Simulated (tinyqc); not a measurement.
Cluster expansion of a binary alloy: correlations, fit, cross-validation and ground states: one step, computed by the program tinyqc.

s = +1 for A and -1 for B. Energy per site E = J0 + J1 P(point) + sum over clusters of m V P, with P the mean product of spins; V > 0 on a pair favours unlike neighbours. Clusters per site m: pair 1 4, pair 2 3, pair 3 6, triplet 12; the triplet is two first-neighbour bonds closed by a second-neighbour bond. Formation energies are counted from the line between pure A and pure B, which removes J0 and J1.

Question. The random alloy and its short-range order. Random alloy: P(pair) = p^2, P(triplet) = p^3, p = 1 - 2x, so H_mix = (p^2 - 1) sum m V(pairs) + (p^3 - p) m Vt; G_mix = H_mix + k_B T [x ln x + (1 - x) ln(1 - x)]. To first order in 1/T the Warren-Cowley parameter of shell 1 is alpha_1 = -(1 - p^2) V_eff/(k_B T), V_eff = V1 + (number of triplets on a first-neighbour bond) p Vt, that number being 6.

Inputs (values chosen for the exercise, for a model alloy): first-pair interaction V1 = 32.4 meV; second-pair interaction V2 = -0.096 meV; third-pair interaction V3 = -2.7 meV; triplet interaction Vt = -2.3 meV; temperature T = 2200 K; fraction x of B = 0.12.

Lattice: bcc.

Constants: k_B = 8.617333262e-05 eV/K.

Give: mixing enthalpy H_mix; mixing free energy G_mix; alpha_1.

Answer.

mixing enthalpy H_mix = -38.92 meV/site

mixing free energy G_mix = -108.5 meV/site

alpha_1 = -0.04882

alpha_1 < 0: unlike neighbours are preferred.
